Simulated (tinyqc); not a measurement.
CIS on RHF in the sto-3g basis, for H6, spin multiplicity 1, step by step. One step of it, computed by the program tinyqc.

Task: CIS triplet states. Diagonalise A (1 hartree = 27.211386 eV); each vector has its largest component positive (the first on a tie).

CIS matrix A, triplet (hartree), lower triangle:
```
           1>4        1>5        1>6       2>4        2>5        2>6        3>4       3>5
1>4   0.720648
1>5   0.000000   1.082960
1>6  -0.084401   0.000000   1.377732
2>4   0.000000  -0.128326   0.000000  0.664727
2>5  -0.128326   0.000000   0.132042  0.000000   0.932848
2>6   0.000000   0.132042   0.000000  0.049534   0.000000   1.373847
3>4  -0.041755   0.000000  -0.125572  0.000000   0.139442   0.000000   0.501566
3>5   0.000000   0.046437   0.000000  0.139442   0.000000  -0.131148   0.000000  0.840483
3>6  -0.125572   0.000000  -0.091312  0.000000  -0.131148   0.000000  -0.048589  0.000000

          3>6
3>6  1.173471
```

Give: triplet excitation energies; lowest vectors.

Result:

triplet excitation energies (eV): 11.737  14.445  16.500  24.519  26.880  29.542  32.780  39.306  40.167

lowest vectors:
```
     state 1  state 2  state 3  state 4  state 5  state 6
1>4    0.088    0.000    0.853    0.000   -0.455    0.000
1>5    0.000    0.270    0.000    0.026    0.000    0.906
1>6    0.175    0.000    0.059    0.000   -0.217    0.000
2>4    0.000    0.819    0.000    0.517    0.000   -0.249
2>5   -0.272    0.000    0.424    0.000    0.782    0.000
2>6    0.000   -0.165    0.000    0.171    0.000   -0.288
3>4    0.941    0.000    0.016    0.000    0.298    0.000
3>5    0.000   -0.479    0.000    0.839    0.000    0.184
3>6    0.050    0.000    0.298    0.000    0.216    0.000
```
